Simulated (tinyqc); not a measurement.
The liquidus: liquidus of a compound AB in a simple-solution melt, liquid-phase epitaxy and vapour pressures. Computed by tinyqc, a small Python program. Command: `OMP_NUM_THREADS=1 python tinyqc.py 3020698 3020699 out.jsonl liq35 walk`. One thread of a shared host (Intel(R) Xeon(R) Processor @ 2.30GHz), about 0.05 s of CPU time with the checks.

x is the atom fraction of B in the melt. The melt is a simple solution: R T ln gamma_B = W (1 - x)^2, R T ln gamma_A = W x^2, W = a + b T. The solid AB is stoichiometric.

Inputs (values chosen for the exercise, modelled on GaSb for the melt):

| quantity | value | unit |
|---|---|---|
| melting point T_F | 983 | K |
| entropy of fusion S_F | 66.2 | J/(mol K) |
| interaction a | 19.2 | kJ/mol |
| interaction slope b | -24 | J/(mol K) |

Constants: R = 8.314462618 J/(mol K).

Method. Liquidus (Vieland): f(x) = R T ln[4 x (1 - x)] + 2 W (1/2 - x)^2 + S_F (T_F - T) = 0.

Solubility; ideal: W = 0; dilute: (1/4) exp[-(S_F (T_F - T) + W/2)/(R T)]:

| T (K) | x | ideal | dilute | W (kJ/mol) |
|---|---|---|---|---|
| 492 | 3.5874e-05 | 8.8540e-05 | 3.5869e-05 | 7.392 |
| 570 | 4.3673e-04 | 7.8135e-04 | 4.3610e-04 | 5.520 |
| 649 | 2.9895e-03 | 4.1707e-03 | 2.9686e-03 | 3.624 |
| 727 | 1.3383e-02 | 1.5383e-02 | 1.3103e-02 | 1.752 |
| 806 | 4.6014e-02 | 4.5588e-02 | 4.3979e-02 | -0.144 |
| 885 | 1.2821e-01 | 1.1728e-01 | 1.1891e-01 | -2.040 |
| 944 | 2.5450e-01 | 2.3528e-01 | 2.2423e-01 | -3.456 |
| 973 | 3.7406e-01 | 3.5985e-01 | 2.9775e-01 | -4.152 |

What does the comparison show, and why?

x over the ideal value is 0.41 in the first row and 1.04 in the last, and lies between 0.41 and 1.09: W > 0 lowers the solubility and W < 0 raises it, by about exp(-W/(2 R T)) when dilute. The dilute form is within 5 % in 5 of the eight rows. Near T_F the liquidus closes as a parabola about x = 1/2.

Extremes, crossings and ranges named in words are read from the listed rows.
